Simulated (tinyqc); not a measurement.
Worked calculation: Cabrera-Mott growth of a thin oxide under its own electric field. Computed by tinyqc, a small Python program that keeps every step. Command: `OMP_NUM_THREADS=1 python tinyqc.py 3008763 3008764 out.jsonl cabrera walk`. One thread of a shared host (Intel(R) Xeon(R) Processor @ 2.30GHz), about 0.01 s of CPU time with the checks. Intermediate numbers are printed to about 7 digits and carried at full precision; extremes and crossings named in words are read from the listed rows.

Electrons cross the film freely and set a fixed potential V across it; the field V/x lowers the barrier for ions entering the oxide.

Inputs (values chosen for the exercise, for a model metal):
```
quantity,value,unit
barrier W,1.12,eV
Mott potential V,1.3,V
ion charge number z,1,-
half jump distance b,1.7,angstrom
prefactor u0 = N Omega nu,1.7e+12,angstrom/s
temperature T,350,K
starting thickness x0,4.1,angstrom
time t,490000,s
```

Backward hops: ignored.

Constants: k_B = 8.617333262e-05 eV/K.

## Scales

u = u0 exp(-W/(k_B T)), X1 = z b V/(k_B T) with V in volts and k_B T in eV; dx/dt = u exp(X1/x).

u = 1.268115e-04 angstrom/s

X1 = 73.27424 angstrom

## Field and rate at the start

Field E = V/x; the barrier is lowered by z b V/x.

field = 31.70732 MV/cm

barrier lowering = 0.5390244 eV

rate = 7324.337 angstrom/s

## Thickness after time t

t(x) = int_(x0)^x dx / (dx/dt) by Gauss-Legendre quadrature (80 points on each side of (x0 + 2 x)/3), solved for x.

thickness x = 169.2565 angstrom

rate at time t = 1.955117e-04 angstrom/s

field at time t = 0.7680652 MV/cm

X1/x = 0.433: the field is now weak. Caution: the starting field or rate is formal: the first layers form as fast as oxygen arrives. Caution: electrons tunnel only through a few nanometres, so beyond about 10 nm a fixed Mott potential is doubtful. Caution: X1/x is small, so backward hops, left out here, would cut the rate.

## Limiting thickness

Growth counts as stopped when u exp(X1/x) falls to 1e-5 angstrom/s: x_L = X1/ln(1e-5/u), defined while u is below that rate; the critical temperature is T_c = W/(k_B ln(u0/1e-5)).

Limiting thickness x_L: none: u exceeds the rate

critical temperature T_c = 327.5917 K

T is above T_c, so u exp(X1/x) never falls to that level.

## Growth over eight decades

Closed form for thin films (leading term of the integral): x solves (x^2/(u X1)) exp(-X1/x) = t.

Thickness:
```
t (s),x (angstrom),1/x (1/angstrom),closed form (angstrom)
1.00e+00,8.383506e+00,1.192818e-01,8.2369
1.00e+01,1.065775e+01,9.382842e-02,10.3839
1.00e+02,1.435454e+01,6.966439e-02,13.7754
1.00e+03,2.110998e+01,4.737096e-02,19.6568
1.00e+04,3.582841e+01,2.791081e-02,31.1960
1.00e+05,7.801758e+01,1.281762e-02,57.5895
1.00e+06,2.605998e+02,3.837302e-03,128.2643
1.00e+07,1.523182e+03,6.565202e-04,339.5579
1.00e+08,1.309231e+04,7.638074e-05,999.9252
```

Per decade of time the film gains 2.3 angstrom at first and 12000 at the end. The inverse-logarithmic law predicts -X1 d(1/x)/d ln t near 1; the rows give 0.81 at first and 0.02 at the end. The closed form misses by at most a factor 13, as it needs x well below X1 and above x0. In the last rows x grows as t^0.93, approaching the linear law x = u t, an artefact of dropping backward hops. Caution: rows beyond about 10 nm exceed the range where electrons tunnel freely and hold a fixed Mott potential.

Checks made by the program: quadrature against adaptive integration (relative difference below 1e-10).
